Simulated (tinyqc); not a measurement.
Time-domain thermoreflectance: layered heat flow under a modulated pulse train, and what the signal ratio measures: one step, computed by the program tinyqc.

Pulses repeat at 80 MHz; heat is laid down at the surface, all layers are isotropic, and the film is in perfect contact with the substrate.

Task: Impedance at k = 0 and the modulation frequency. For radial wave number k and angular frequency W each layer has u = sqrt(4 pi^2 k^2 + i W C/kappa) and gamma = kappa u. Surface impedance from below: Z = 1/gamma for the substrate; a layer of thickness L maps Z to (Z + tanh(u L)/gamma)/(1 + gamma Z tanh(u L)); a boundary adds 1/G. Take k = 0 and W = 2 pi f.

Inputs (values chosen for the exercise, modelled on aluminium on GaN):
```
quantity                                value        unit
metal thickness d                         110          nm
metal conductivity                        180     W/(m K)
metal heat capacity                      2.42  MJ/(m^3 K)
boundary conductance G under the metal     37  MW/(m^2 K)
film thickness                            240          nm
film conductivity                         7.8     W/(m K)
film heat capacity                          2  MJ/(m^3 K)
substrate conductivity kappa              194     W/(m K)
substrate heat capacity C                2.56  MJ/(m^3 K)
modulation frequency f                      2         MHz
```

Stack: metal, film, substrate.

Give: Z of the substrate; Z at the surface.

Result:

Z of the substrate = 8.951-8.951i m^2 K/GW

Z at the surface = 57.22-23.31i m^2 K/GW
